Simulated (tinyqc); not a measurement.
Inside a calculation. Method: Pariser-Parr-Pople SCF with singles CI, for the molecule [CH2+]c1ccccc1 (SMILES; centres numbered as the heavy atoms are written). One step of it, computed by the program tinyqc.

Task: Iteration 2: Fock matrix. F_rr = H_rr + P_rr gamma_rr / 2 + sum_(s != r) P_ss gamma_rs; F_rs = H_rs - P_rs gamma_rs / 2; E = tr P (H + F) / 2 + core repulsion sum_(r<s) z_r z_s gamma_rs.

P after iteration 1, lower triangle:
```
           1C         2C         3C         4C        5C        6C        7C
1C   0.466569
2C   0.689446   1.079789
3C   0.257827   0.486883   0.858367
4C  -0.127458  -0.018434   0.723501   0.976041
5C  -0.273266  -0.208583   0.187892   0.618430  0.784827
6C  -0.127458  -0.018434  -0.274441   0.040162  0.618430  0.976041
7C   0.257827   0.486883  -0.205755  -0.274441  0.187892  0.723501  0.858367
```

core matrix H (eV), lower triangle:
```
            1C          2C          3C          4C          5C          6C          7C
1C  -39.810081
2C   -2.390000  -48.971449
3C    0.000000   -2.390000  -46.658228
4C    0.000000    0.000000   -2.390000  -45.088855
5C    0.000000    0.000000    0.000000   -2.390000  -44.694143
6C    0.000000    0.000000    0.000000    0.000000   -2.390000  -45.088855
7C    0.000000   -2.390000    0.000000    0.000000    0.000000   -2.390000  -46.658228
```

repulsion gamma_rs (eV), lower triangle:
```
           1C         2C         3C         4C         5C         6C         7C
1C  11.130000
2C   7.553862  11.130000
3C   5.239602   7.554960  11.130000
4C   3.670230   5.239602   7.553862  11.130000
5C   3.276555   4.668463   5.239602   7.554960  11.130000
6C   3.670230   5.239602   4.669500   5.240702   7.554960  11.130000
7C   5.239602   7.554960   5.240702   4.669500   5.239602   7.553862  11.130000
```

Centres (angstrom, eV; a flat drawing with bonds scaled to 1.40 angstrom):
```
centre          x          y  core charge z          W   gamma_rr
1C       2.400000   0.000000              1  11.160000  11.130000
2C       1.000000   0.000000              1  11.160000  11.130000
3C       0.300000   1.212000              1  11.160000  11.130000
4C      -1.100000   1.212000              1  11.160000  11.130000
5C      -1.800000   0.000000              1  11.160000  11.130000
6C      -1.100000  -1.212000              1  11.160000  11.130000
7C       0.300000  -1.212000              1  11.160000  11.130000
```

Give: F; pi energy.

Result:

F (eV), lower triangle:
```
          1C        2C        3C        4C        5C        6C        7C
1C  -10.3259
2C   -4.9940  -12.5761
3C   -0.6755   -4.2292  -10.7379
4C    0.2339    0.0483   -5.1226  -10.7505
5C    0.4477    0.4869   -0.4922   -4.7261  -10.0140
6C    0.2339    0.0483    0.6408   -0.1052   -4.7261  -10.7505
7C   -0.6755   -4.2292    0.5391    0.6408   -0.4922   -5.1226  -10.7379
```

pi energy = -83.2311 eV
